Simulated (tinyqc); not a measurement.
Random telegraph noise from one oxide trap in a small MOSFET: one step of the calculation.

An acceptor-like trap exchanges electrons with the channel. Inversion charge Q = Cox u, u = n Vt W0(exp((Vg - VT)/(n Vt))), W0 the Lambert function, n = nf, Cox = eps0 eox/tox; linear regime Id = (W/L) mu Q Vd. Relative to threshold the surface potential rises by Vt ln(u/u0) and the oxide voltage by the rest of Vg - VT, with u0 = n Vt W0(1).

Problem. Trap level, time constants and occupancy. N = Cox u/q; dpsi = Vt ln(u/u0); E = E0 - dpsi - (xt/tox)(Vg - VT - dpsi); capture time tc = 1/[(N/zi) vth s0 exp(-xt/lt - EB/Vt)]; emission time te = tc exp(-E/Vt); occupancy te/(tc + te).

Values chosen for this exercise; values of the order met in silicon transistors: temperature T = 250 K; relative permittivity of the gate insulator (close to hafnium oxide) eox = 22.2; insulator thickness tox = 3 nm; depth of the trap from the channel interface xt = 1.2 nm; trap level above the channel Fermi level at threshold E0 = 0.09 eV; capture prefactor s0 = 2e-17 cm^2; capture barrier (lattice relaxation) EB = 0.44 eV; tunnelling decay length lt = 0.13 nm; thermal velocity vth = 2.3e7 cm/s; thickness of the inversion layer zi = 2.3 nm; threshold voltage VT = 0.45 V; body factor nf = 1.28; gate voltage Vg = 0.58 V.

Constants: q = 1.602176634e-19 C, kB = 1.380649e-23 J/K, Vt = kB T/q, eps0 = 8.8541878128e-14 F/cm where lengths are in cm. Results are converted to the units shown.

Wanted: u; N; dpsi; E; tc; te; occupancy.

Solution.

u = 0.095691 V
N = 3.9133e12 cm^-2
dpsi = 0.039022 V
E = 0.014587 eV
tc = 966.74 s
te = 491.20 s
occupancy = 0.33691

The trap lies 0.68 Vt above the Fermi level, so it is empty most of the time.

Range of the model: VT is taken as given; short-channel effects and the uneven flow of current among few electrons are left out.

Numbers from tinyqc (`OMP_NUM_THREADS=1 python tinyqc.py 2710049 2710050 out.jsonl`; about 0.01 s on one thread of a shared Intel Xeon 2.30GHz).
